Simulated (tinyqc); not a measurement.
## Loss and coupling from a measured resonance

Problem. An all-pass ring of radius Rr has F = FSR/FWHM = pi sqrt(a t)/(1 - a t) and Tmin = (a - t)^2/(1 - a t)^2; it is known to be overcoupled (t < a). a = 10^(-al L/20), L = 2 pi Rr, k2 = 1 - t^2, FSR = lam^2/(ng L). Find ng, al and k2.

Parameters, values chosen for the exercise: cold resonance wavelength lam = 1310 nm; ring radius Rr = 10 um.

FSR = 6.293221148 nm
FWHM = 334.6234553 pm
Tmin (linear) = 0.3203642688

Solution. The finesse gives the product a t, Tmin the difference |a - t|; the spectrum alone cannot tell which is which.

ng = 4.34
al = 50.0 dB/cm
k2 = 0.230

Numbers from tinyqc (`OMP_NUM_THREADS=1 python tinyqc.py 2650133 2650134 out.jsonl`; about 0.02 s on one thread of a shared Intel Xeon 2.30GHz).
